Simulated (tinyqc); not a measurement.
Hydrogenic impurity: series, fields, screening, photoionisation and donor-acceptor pairs. From one set of inputs to another, one input at a time. Computed by tinyqc, a small Python program. Command: `OMP_NUM_THREADS=1 python tinyqc.py 3009614 3009615 out.jsonl hydrogenic ladder`. One thread of a shared host (Intel(R) Xeon(R) Processor @ 2.30GHz), about 0.04 s of CPU time with the checks.

One isotropic, parabolic band. Effective units: Ry* and a*, in which H = -nabla^2 - 2/r.

The inputs printed are set A. Set A is modelled on CdTe; the values taken over come from a set modelled on diamond. Inputs not listed in the table keep their values of set A, so the rows need not describe a real material.

Inputs (values chosen for the exercise, modelled on CdTe): electron mass m = 0.0949 m_0; dielectric constant eps = 9.88; donor density N = 2.9e+16 cm^-3; magnetic field B = 55 T.

Parts treated: magnetic field and screening.

Constants: Ry = 13.605693123 eV; a_0 = 0.529177210903 angstrom; h x 1 THz = 4.135667696 meV; mu_B = 5.7883818060e-05 eV/T.

Method:
- Ry* = Ry m/eps^2, a* = a_0 eps/m; level n is bound by Ry*/n^2; <r> = (3/2) a* in 1s; lines 1s -> np at Ry* (1 - 1/n^2); 1 THz = 4.135667696 meV.
- Wigner-Seitz radius r_s = (3/(4 pi N))^(1/3); Mott criterion N_c^(1/3) a* = 0.26; overlap of two 1s orbitals at distance d: S = exp(-x)(1 + x + x^2/3), x = d/a*, with d = N^(-1/3).
- gamma = hbar omega_c/(2 Ry*) = mu_B B/(m Ry*). For m_z = 0, H = -nabla^2 - 2/r + gamma^2 rho^2/4, and the band edge moves to gamma Ry*. Basis: exp(-al rho^2 - be z^2), al_k = 0.02 x 2.4^k + gamma/4 x c with k = 0..11, be_k = 0.02 x 2.4^k and c = 0, 0.5, 1 (36 functions). With A = al_i + al_j, B = be_i + be_j (not the field) and the common factor pi^(3/2) dropped: S = 1/(A sqrt(B)), kinetic S (4 al_i al_j/A + 2 be_i be_j/B), <rho^2> = S/A, <1/r> = (2/sqrt(pi)) atanh(u)/(A u), u = sqrt(1 - B/A), which is (2/sqrt(pi))/A when A = B; overlap eigenvalues below 1e-11 are dropped. Binding = (gamma - E) Ry*; the spin term shifts level and edge alike.
- Thomas-Fermi screening by N free electrons of one valley, taken as a degenerate gas (the hypothesis that all donors are ionised): q a* = sqrt(4 k_F a*/pi), k_F = (3 pi^2 N)^(1/3).
- Screened potential -(2/r) exp(-q r). Basis exp(-zeta r), zeta_k = 0.02 x 1.6^k, k = 0..23: S = 2/s^3, T = zeta_i zeta_j S, V = -2/(s + q)^2 with s = zeta_i + zeta_j; overlap eigenvalues below 1e-11 are dropped.

Each row keeps all changes above it:
```
input moved                 from       to  binding energy in the field (meV)  screened binding energy (meV)   overlap S
set A                          -        -                              29.17                           1.08  5.0391e-02
magnetic field B (T)          55      210                              45.73                           1.08  5.0391e-02
electron mass m (m_0)     0.0949     0.55                              95.80                          35.77  5.7417e-13
dielectric constant eps     9.88     5.71                             250.56                         131.07  2.2896e-23
donor density N (cm^-3)  2.9e+16  9.7e+19                             250.56                           4.87  1.9400e-01
```

Binding energy in the field goes from 29.2 to 251, a factor 8.59 in all. The largest single move comes from dielectric constant eps (a factor 2.62). Screened binding energy goes from 1.08 to 4.87, a factor 4.50 in all. The largest single move comes from electron mass m (a factor 33.1), and donor density N works against it (a factor 0.0371). Overlap S goes from 0.0504 to 0.194, a factor 3.85 in all. The largest single move comes from donor density N (a factor 8.47e21), and electron mass m works against it (a factor 1.14e-11). The single moves hold for this order of the switches; the total does not depend on the order.

Caution (rows set A, magnetic field B, electron mass m, dielectric constant eps): well below the Mott density the electrons are bound or non-degenerate, so this screening is formal: it serves to locate the transition, not to give the level. Caution (rows magnetic field B, electron mass m, dielectric constant eps, donor density N): the field is beyond non-destructive laboratory magnets (about 100 T). Caution (rows electron mass m, dielectric constant eps, donor density N): the Bohr radius is only a few bond lengths, so central-cell terms and band anisotropy matter.

Extremes, crossings and ranges named in words are read from the listed rows.
